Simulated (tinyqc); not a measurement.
Anisotropic wet etching of Si(100): plane rates, V-grooves, membranes and undercut. Inputs raised by 10 %, one at a time. Computed by tinyqc, a small Python program. Command: `OMP_NUM_THREADS=1 python tinyqc.py 3014870 3014871 out.jsonl wetetch sens`. One thread of a shared host (Intel(R) Xeon(R) Processor @ 2.30GHz), about 0.01 s of CPU time with the checks.

A long slot opens the mask on a (100) wafer. The floor etches at R100; (111) walls stand at theta = arctan(sqrt2) = 54.7356 degrees to the surface and recede at R111 along their normal.

Inputs (values chosen for the exercise, close to those used for potassium hydroxide solutions):
```
quantity                                                                    value     unit
prefactor k0 of the (100) rate                                            4.1e+08   um/min
activation energy of (100), E                                               0.592       eV
ratio (100)/(111) at 80 C                                                      56        -
extra energy of (111), dE                                                    0.14       eV
ratio (100)/oxide at 80 C                                                     120        -
extra energy of the oxide, dE_ox                                             0.21       eV
corner undercut rate over (100) rate, c                                       1.8        -
bath temperature T                                                             45        C
width w (mask opening along <110>, or membrane width in the design step)      550       um
misalignment of the mask                                                      0.5  degrees
etch time t                                                                   180      min
wafer thickness d                                                             380       um
membrane thickness wanted                                                      12       um
```

Constants: k_B = 8.617333262e-05 eV/K.

Method:
- R100 = k0 exp(-E/(k_B T)); a ratio given at 80 C scales as exp[(extra energy/k_B)(1/T - 1/353.15 K)]; R111 and R_ox follow by division.
- Temperatures in kelvin are T(C) + 273.15.
- A misaligned edge exposes ledges and adds R100 sin(misalignment) to the lateral rate (a simple estimate): u = R111/sin(theta) + R100 sin(misalignment). Top width W = w + 2 u t; floor width b = W - 2 z/tan(theta) = W - sqrt2 z. The floor lasts until b = 0, at t_V = w/(sqrt2 R100 - 2u); depth z = R100 t before t_V and W/sqrt2 after.
- Etch depth d - membrane, time = depth/R100; for a membrane as wide as w the opening must be w + sqrt2 depth - 2 u time; oxide mask consumed R_ox x time; a 1 K error changes the depth by the fraction E/(k_B T^2); a convex mask corner, such as that of a mesa, would retreat by c x depth.

Runs:
```
input moved                                                                         from         to  depth z (um)  top width W (um)  oxide consumed (nm)  opening needed (um)
base run                                                                               -          -         30.92             551.4                 1435                 1054
prefactor k0 of the (100) rate (um/min)                                        410000000  451000000         34.01             551.5                 1435                 1054
activation energy of (100), E (eV)                                                 0.592     0.6512          3.57             550.2                 1435                 1054
ratio (100)/(111) at 80 C                                                             56       61.6         30.92             551.3                 1435                 1055
width w (mask opening along <110>, or membrane width in the design step) (um)        550        605         30.92             606.4                 1435                 1109
etch time t (min)                                                                    180        198         34.01             551.5                 1435                 1054
ratio (100)/oxide at 80 C                                                            120        132         30.92             551.4                 1305                 1054
```

Exponents ln(y'/y) / ln(x'/x):
```
input                                                                     depth z  top width W  oxide consumed  opening needed
prefactor k0 of the (100) rate                                              1.000        0.003               0           0.000
activation energy of (100), E                                             -22.656       -0.023               0           0.000
ratio (100)/(111) at 80 C                                                   0.000       -0.001               0           0.009
width w (mask opening along <110>, or membrane width in the design step)    0.000        0.998               0           0.534
etch time t                                                                 1.000        0.003               0           0.000
ratio (100)/oxide at 80 C                                                   0.000        0.000              -1           0.000
```

Among the inputs moved here: depth z answers most in size to activation energy of (100), E (exponent -22.656), next to prefactor k0 of the (100) rate (+1.000); its exponent is below 0.0005 for ratio (100)/(111) at 80 C, width w (mask opening along <110>, or membrane width in the design step), ratio (100)/oxide at 80 C. Its exponent +1.000 in prefactor k0 of the (100) rate: the floor is still open. Its exponent 0.000 in width w (mask opening along <110>, or membrane width in the design step): the floor is still open. top width W answers most in size to width w (mask opening along <110>, or membrane width in the design step) (exponent +0.998), next to activation energy of (100), E (-0.023); its exponent is below 0.0005 for ratio (100)/oxide at 80 C. oxide consumed answers most in size to ratio (100)/oxide at 80 C (exponent -1.000); its exponent is below 0.0005 for prefactor k0 of the (100) rate, activation energy of (100), E, ratio (100)/(111) at 80 C, width w (mask opening along <110>, or membrane width in the design step), etch time t. Its exponent 0.000 in prefactor k0 of the (100) rate: rate and time cancel at fixed selectivity. Opening needed answers most in size to width w (mask opening along <110>, or membrane width in the design step) (exponent +0.534), next to ratio (100)/(111) at 80 C (+0.009); its exponent is below 0.0005 for prefactor k0 of the (100) rate, activation energy of (100), E, etch time t, ratio (100)/oxide at 80 C.

Caution (all rows): rates also depend on concentration, doping, additives and stirring, all held fixed here.
